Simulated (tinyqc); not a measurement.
ROHF in the sto-3g basis, for BeH, spin multiplicity 2, step by step. One step of it, computed by the program tinyqc.

Question. Iteration 1: Roothaan effective Fock matrix. With projectors Pc = D(beta) S, Po = (D(alpha) - D(beta)) S, Pv = 1 - D(alpha) S, the block xy is Px^T F Py; with Fc = (F(alpha) + F(beta))/2, the blocks are Fc for cc, oo, vv and cv, F(beta) for co and F(alpha) for ov.

F(alpha) (hartree), lower triangle:
```
            1Be 1s     1Be 2s   1Be 2px   1Be 2py    1Be 2pz      2H 1s
1Be 1s   -4.941700
1Be 2s   -1.352651  -0.740431
1Be 2px   0.000000   0.000000  0.199970
1Be 2py   0.000000   0.000000  0.000000  0.199970
1Be 2pz  -0.008104  -0.081803  0.000000  0.000000   0.094052
2H 1s    -0.242431  -0.401387  0.000000  0.000000  -0.246544  -0.303436
```

F(beta) (hartree), lower triangle:
```
            1Be 1s     1Be 2s   1Be 2px   1Be 2py    1Be 2pz      2H 1s
1Be 1s   -4.000268
1Be 2s   -1.191254  -0.542459
1Be 2px   0.000000   0.000000  0.242048
1Be 2py   0.000000   0.000000  0.000000  0.242048
1Be 2pz  -0.005560  -0.060260  0.000000  0.000000   0.163324
2H 1s    -0.212280  -0.295302  0.000000  0.000000  -0.169865  -0.118145
```

D(alpha) at the start, lower triangle:
```
            1Be 1s     1Be 2s   1Be 2px   1Be 2py   1Be 2pz     2H 1s
1Be 1s    1.293862
1Be 2s   -0.318475   1.241612
1Be 2px   0.000000   0.000000  0.000000
1Be 2py   0.000000   0.000000  0.000000  0.000000
1Be 2pz   0.007653  -0.018154  0.000000  0.000000  0.001158
2H 1s    -0.020943   0.086846  0.000000  0.000000  0.020595  0.546077
```

D(beta) at the start, lower triangle:
```
            1Be 1s     1Be 2s   1Be 2px   1Be 2py   1Be 2pz     2H 1s
1Be 1s    0.862575
1Be 2s   -0.212317   0.827741
1Be 2px   0.000000   0.000000  0.000000
1Be 2py   0.000000   0.000000  0.000000  0.000000
1Be 2pz   0.005102  -0.012103  0.000000  0.000000  0.000772
2H 1s    -0.013962   0.057898  0.000000  0.000000  0.013730  0.364051
```

overlap S, lower triangle:
```
           1Be 1s    1Be 2s   1Be 2px   1Be 2py   1Be 2pz     2H 1s
1Be 1s   1.000000
1Be 2s   0.259517  1.000000
1Be 2px  0.000000  0.000000  1.000000
1Be 2py  0.000000  0.000000  0.000000  1.000000
1Be 2pz  0.000000  0.000000  0.000000  0.000000  1.000000
2H 1s    0.043523  0.377003  0.000000  0.000000  0.459600  1.000000
```

Give: effective F.

Answer.

effective F (hartree), lower triangle:
```
          1Be 1s   1Be 2s  1Be 2px  1Be 2py  1Be 2pz    2H 1s
1Be 1s   -4.0825
1Be 2s   -1.1954  -0.5239
1Be 2px   0.0000   0.0000   0.2210
1Be 2py   0.0000   0.0000   0.0000   0.2210
1Be 2pz  -0.0018  -0.0541   0.0000   0.0000   0.1299
2H 1s    -0.2175  -0.2754   0.0000   0.0000  -0.1997  -0.1668
```
